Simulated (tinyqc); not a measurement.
Temperature: two-band k.p model of the X valleys of a zinc-blende crystal.

k along the valley axis, counted from X, c = hbar^2/2m0, e = c k^2/ml. H = [[e - D/2, i P k], [-i P k, e + D/2]] with P^2 = D0 c/ml, so E = e -/+ sqrt(D^2/4 + D0 e). For D = 0 (diamond lattice) the bands cross at X.

With x = D/D0: for x < 1 the minima lie at k_m = sqrt(ml D0 (1 - x^2)/(4 c)), the hump at X has the height dE = (D0/4)(1 - x)^2 and the mass at the minimum is ml/(1 - x^2); the mass at X is ml/(1 - 1/x), negative for x < 1. For x > 1 the minimum is at X.

Thermal masses along the axis for one X point, lower band, E from the minimum, on 1601 points from -0.8 to 0.8 1/angstrom: density-of-states mass m_d = c I^2/(pi kT), I = integral of exp(-E/kT) dk; conductivity mass m_c = 2 c kT/<(dE/dk)^2> with central differences.

Constants: hbar^2/2m0 = 3.80998211 eV angstrom^2; kB = 8.617333262e-05 eV/K.

Parameters, chosen for this exercise (out of a larger set: of the order of those of cubic SiC; not measured data): D = 2.903 eV (splitting of the two conduction levels at X); D0 = 1.016 eV (coupling energy); ml = 0.458 m0 (mass along the axis from remote bands).

Thermal masses against T.

Results:
```
T (K)  kT (meV)    m_d    m_c
10         0.86  0.705  0.704
20         1.72  0.704  0.704
50         4.31  0.704  0.704
100        8.62  0.704  0.703
200       17.23  0.703  0.701
300       25.85  0.702  0.699
500       43.09  0.700  0.696
```

What does the comparison show?

m_d goes from 0.705 to 0.700 and m_c goes from 0.704 to 0.696. Both start from the edge mass 0.705 and tend to ml = 0.458 for kT far above D0. 

tinyqc: `OMP_NUM_THREADS=1 python tinyqc.py 1880797 1880798 out.jsonl`; about 0.01 s, one thread, shared Intel(R) Xeon(R) Processor @ 2.30GHz.
